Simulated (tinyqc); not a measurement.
# Worked calculation: energy and delay of logic against supply voltage

Computed by the program tinyqc: `OMP_NUM_THREADS=1 python tinyqc.py 2082066 2082067 out.jsonl`, one thread of a shared Intel Xeon 2.30GHz, about 0.01 s for the whole run. Printed values are rounded.

One expression serves below and above threshold: I(Vg) = Ik [ln(1 + exp((Vg - VT + dd V)/(al nf Vt)))]^al, with I_on = I(V) and I_off = I(0). Gate delay td = kd C V/I_on, clock period LD td. Per gate and cycle the switching energy is act C V^2 and the leakage energy I_off V LD td. No short-circuit current, no variation. Minima are sought above 0.09 V; below a few Vt gates no longer switch and the model has no meaning.

Parameters, values chosen for the exercise; values of the order met in logic technologies: temperature T = 300 K; threshold voltage at zero drain bias VT = 0.21 V; slope factor nf = 1.42; barrier lowering per volt of supply dd = 0.03; specific current of a gate Ik = 0.56 uA; exponent of the current law al = 1.3; load capacitance of a gate C = 2.4 fF; delay factor kd = 1; logic depth LD = 40; activity factor act = 0.01; supply voltage V = 0.66 V.

Constants: q = 1.602176634e-19 C, kB = 1.380649e-23 J/K, Vt = kB T/q. Results are converted to the units shown.

## Currents, delay and energies

I_on, I_off, td, clock frequency 1/(LD td), both energies and their sum.

I_on = 10.9480 uA
I_off = 3.11048 nA
td = 144.684 ps
clock frequency = 0.172790 GHz
switching energy = 10.4544 aJ
leakage energy = 11.8810 aJ
energy = 22.3354 aJ

I_on/I_off = 3520; leakage makes up 53.2 % of the energy.

## Starting value

V = 0.33 V.

V at the start = 0.33 V

## Iteration 1: new V

Minimum-energy supply: E(V) is the energy per gate and cycle; with h = 0.001 V, E' = (E(V + h) - E(V - h))/(2 h), E'' = (E(V - h) - 2 E(V) + E(V + h))/h^2, V(new) = V - E'/E''.

E' = -14.4216 aJ/V
E'' = 569.019 aJ/V^2
V after iteration 1 = 0.355345 V

## Iteration 2: new V

As before.

E' = -2.23382 aJ/V
E'' = 404.879 aJ/V^2
V after iteration 2 = 0.360862 V

## Course of the iteration

Stop when the step is below 1e-9 V, or after 40 iterations.

Course of the iteration:
```
iteration,V before the step (V),step (V)
1,0.33,0.0253
2,0.355345,5.52e-3
3,0.360862,2.01e-4
4,0.361063,2.46e-7
5,0.361063,-3.99e-12
```

Converged in 5 iterations. There leakage makes up 77.9 % of the energy and the clock runs at 80.1 MHz.
